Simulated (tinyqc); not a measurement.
Length of a polyene: Hueckel, PPP and singles CI along the polyenes. Computed by the program tinyqc. Hueckel uses the same beta without repulsion; CIS keeps all single excitations and so misses the low, doubly excited 2Ag state. W is the valence ionisation energy of a centre, MN the Mataga-Nishimoto formula, f the oscillator strength.

All-trans chains of carbon centres 1.40 angstrom apart:
```
parameter,value
"beta (eV), times 1 +/- alternation",-2.510000
alternation,0.060000
W (eV),11.160000
gamma_rr (eV),11.190000
repulsion formula,MN
```

Gaps and excitations (eV):
```
centres,Hueckel gap,PPP orbital gap,bright singlet (CIS),f,lowest triplet (CIS)
2,5.321,10.681,8.236,0.706,2.406
4,3.461,8.240,5.814,1.115,1.517
6,2.613,7.018,4.690,1.566,1.120
8,2.133,6.288,4.029,1.989,0.905
10,1.826,5.807,3.596,2.387,0.775
```

What does the comparison show, and why?

The Hueckel gap tends to 4 x alternation x |beta| = 0.60 eV for long chains. Exchange opens the PPP orbital gap, and the attraction of electron and hole brings the bright state 2.21 eV below it at 10 centres; the triplet lies 2.82 eV lower still.
